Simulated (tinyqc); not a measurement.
Debye-Callaway model of lattice thermal conductivity. Inputs raised by 5 %, one at a time. Computed by tinyqc, a small Python program. Command: `OMP_NUM_THREADS=1 python tinyqc.py 3015496 3015497 out.jsonl callaway sens`. One thread of a shared host (Intel(R) Xeon(R) Processor @ 2.30GHz), about 0.03 s of CPU time with the checks.

Three acoustic branches with one velocity v, cut at omega_D = k_B Theta/hbar; x = hbar omega/(k_B T). v and Theta are separate inputs: Theta cuts off the heat-carrying modes, so C need not reach 3 k_B/V. gamma is an effective value that sets the umklapp rate.

Inputs (values chosen for the exercise, modelled on gallium nitride):
```
quantity,value,unit
sound velocity v,5390,m/s
Debye temperature Theta,628,K
volume per atom V,11.4,angstrom^3
mean atomic mass M,41.9,u
effective Grueneisen parameter gamma,1.7,-
umklapp exponent divisor b,3,-
vacancy fraction n_v,1e-05,-
Casimir length L,1500,micrometre
normal-process factor f_N,2.7,-
temperature T,200,K
probe frequency omega/omega_D,0.088,-
```

Sample: crystal. Point defects: vacancies. Normal processes: included.

Constants: k_B = 1.380649e-23 J/K; hbar = 1.054571817e-34 J s; u = 1.6605390666e-27 kg.

Method:
- A vacancy counts as a mass defect Delta M/M = -3 (the missing mass and twice its bonds), so Gamma = 9 n_v. A = V Gamma/(4 pi v^3).
- Rates: point defects A omega^4; umklapp B omega^2 T exp(-Theta/(b T)) with B = hbar gamma^2/(M v^2 Theta); normal processes f_N B omega^2 T (T/Theta)^2. Boundaries: v/L.
- The resistive time is tau_R = 1/(boundary + point-defect + umklapp rates), and the free path is v tau_R.
- kappa_1 = c int tau_C g dx, g = x^4 e^x/(e^x - 1)^2, c = (k_B/(2 pi^2 v)) (k_B T/hbar)^3, over 0 < x < min(Theta/T, 40), by 96 Gauss-Legendre points in s with x = x_max s^2; 1/tau_C = 1/tau_R + 1/tau_N; kappa_2 = c [int (tau_C/tau_N) g dx]^2 / int (tau_C/(tau_N tau_R)) g dx; kappa = kappa_1 + kappa_2.
- Heat capacity C = 3 c int g dx / v^2; grey free path 3 kappa/(C v); the median free path v tau_C halves kappa_1 when the quadrature points are ordered by free path (each counted at half its weight, interpolated in the logarithm); likewise at 10 % and 90 %.

Runs:
```
input moved,from,to,kappa (W/(m K)),grey free path (nm),median free path (nm),free path (nm)
base run,-,-,360.40,126.35,158.11,6072.7
Debye temperature Theta (K),628,659.4,406.95,128.44,168.96,6092.0
volume per atom V (angstrom^3),11.4,11.97,359.26,125.95,158.36,6072.2
effective Grueneisen parameter gamma,1.7,1.785,328.95,115.33,143.12,5511.0
vacancy fraction n_v,1e-05,1.05e-05,359.26,125.95,158.36,6072.2
Casimir length L (micrometre),1500,1575,360.45,126.37,158.18,6073.9
normal-process factor f_N,2.7,2.835,357.38,125.29,154.65,6072.7
temperature T (K),200,210,333.00,112.38,135.45,5505.3
```

Exponents ln(y'/y) / ln(x'/x):
```
input,kappa,grey free path,median free path,free path
Debye temperature Theta,2.490,0.336,1.360,0.065
volume per atom V,-0.065,-0.065,0.032,-0.002
effective Grueneisen parameter gamma,-1.871,-1.871,-2.041,-1.989
vacancy fraction n_v,-0.065,-0.065,0.032,-0.002
Casimir length L,0.003,0.003,0.009,0.004
normal-process factor f_N,-0.173,-0.173,-0.454,0.000
temperature T,-1.621,-2.402,-3.171,-2.011
```

Among the inputs moved here: kappa answers most in size to Debye temperature Theta (exponent +2.490), next to effective Grueneisen parameter gamma (-1.871). Its exponent +0.003 in Casimir length L: the sample is bulk-like. Grey free path answers most in size to temperature T (exponent -2.402), next to effective Grueneisen parameter gamma (-1.871). Median free path answers most in size to temperature T (exponent -3.171), next to effective Grueneisen parameter gamma (-2.041). Free path answers most in size to temperature T (exponent -2.011), and about equally to effective Grueneisen parameter gamma (-1.989); its exponent is below 0.0005 for normal-process factor f_N.
